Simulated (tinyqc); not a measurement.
Band offsets of oxides on a semiconductor by the charge-neutrality-level model: one step of the calculation.

Each material has a charge-neutrality level at the depth Phi = chi + Eg - CNL below vacuum. For oxide B on semiconductor A, dEc = (chiA - PhiA) - (chiB - PhiB) + S (PhiA - PhiB), dEv = EgB - EgA - dEc, with the pinning factor S = 1/(1 + 0.1 (eps_inf - 1)^2) of the oxide. S = 1 is the affinity rule, S = 0 aligns the two levels.

Task. One oxide. Depths of both levels, S and the two offsets.

Parameters, values chosen for the exercise; substrate values close to those of germanium:
- EgA = 0.67 eV (gap of the semiconductor)
- chiA = 4.05 eV (its electron affinity)
- cA = 0.1 eV (its charge-neutrality level above the valence edge)

oxide values (close to hafnium oxide): Eg (eV) 6.06, chi (eV) 2.37, CNL (eV) 3.69, eps_inf 3.89

Find: PhiA; PhiB; S; dEc; dEv.

Result.

PhiA = 4.620 eV
PhiB = 4.740 eV
S = 0.5449
dEc = 1.735 eV
dEv = 3.655 eV

The limits are dEc = 1.68 eV (S = 1) and 1.80 eV (S = 0).

Range of the model: The model ignores the chemistry of the actual interface, which can move offsets by several tenths of an eV.

Computed by the program tinyqc: `OMP_NUM_THREADS=1 python tinyqc.py 2410088 2410089 out.jsonl`, one thread of a shared Intel Xeon 2.30GHz, about 0.01 s for the whole run.
